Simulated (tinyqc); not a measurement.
Velocity overshoot from momentum and energy balance equations after a field step. From one set of inputs to another, one input at a time. Computed by tinyqc, a small Python program. Command: `OMP_NUM_THREADS=1 python tinyqc.py 3019510 3019511 out.jsonl overshoot ladder`. One thread of a shared host (Intel(R) Xeon(R) Processor @ 2.30GHz), about 0.05 s of CPU time with the checks.

At t = 0 the field jumps from 0 to F in a uniform sample. v is the drift velocity and u = w - (3/2) k_B T the excess energy per carrier.

The inputs printed are set A. Set A is modelled on electrons in GaN except for tau_E; the values taken over come from a set modelled on holes in silicon except for tau_E. Inputs not listed in the table keep their values of set A, so the rows need not describe a real material.

Inputs (values chosen for the exercise, modelled on electrons in GaN except for tau_E):
```
quantity,value,unit
effective mass m,0.2,m_0
low-field mobility mu_0,1200,cm^2/(V s)
saturation velocity v_s,2.1,1e7 cm/s
energy relaxation time tau_E,0.24,ps
field after the step F,160,kV/cm
lattice temperature T,300,K
time step dt,2,fs
```

Scheme: explicit Euler.

Constants: m_0 = 9.1093837015e-31 kg; e = 1.602176634e-19 C; k_B = 8.617333262e-05 eV/K.

Method:
- dv/dt = e F/m - v/tau_m(u), du/dt = e F v - u/tau_E, tau_m(u) = tau_0/(1 + c u), tau_0 = m mu_0/e, c = mu_0/(e tau_E v_s^2); this choice gives the steady state v (1 + mu_0 F v/v_s^2) = mu_0 F, which saturates at v_s. Steady velocity v = 2 mu_0 F/(1 + sqrt(1 + 4 (mu_0 F/v_s)^2)); u = e F v tau_E; carrier temperature T + 2u/(3 k_B), neglecting the drift energy m v^2/2.
- Step: v_new = v + dt (e F/m - v/tau_m(u)), u_new = u + dt (e F v - u/tau_E). Start v = u = 0; the distance adds dt (v + v_new)/2.
- Run to 8 times the larger of tau_E and tau_0, but at most 20001 steps, and stop early if |v| > 1000 v_s or u < -1/(2c); the run is accepted if the last v is within 0.5 % of the steady value.

Each row keeps all changes above it:
```
input moved,from,to,peak velocity (1e7 cm/s),peak over steady velocity,steady carrier temperature (K)
set A,-,-,4.9162,2.4726,6206.7
field after the step F (kV/cm),160,16,1.4239,1.1436,669.9
low-field mobility mu_0 (cm^2/(V s)),1200,440,0.6680,1.0456,489.8
energy relaxation time tau_E (ps),0.24,0.38,0.6762,1.0585,600.5
effective mass m (m_0),0.2,0.41,0.6626,1.0372,600.5
saturation velocity v_s (1e7 cm/s),2.1,0.79,0.5675,1.2268,517.6
```

Peak velocity goes from 4.92 to 0.568, a factor 0.115 in all. The largest single move comes from field after the step F (a factor 0.290). Peak over steady velocity goes from 2.47 to 1.23, a factor 0.496 in all. The largest single move comes from field after the step F (a factor 0.463), and saturation velocity v_s works against it (a factor 1.18). Steady carrier temperature goes from 6210 to 518, a factor 0.0834 in all. The largest single move comes from field after the step F (a factor 0.108). The single moves hold for this order of the switches; the total does not depend on the order.

Caution (rows set A): the excess energy exceeds 0.5 eV, where non-parabolicity, upper valleys and impact ionisation matter.

Extremes, crossings and ranges named in words are read from the listed rows.
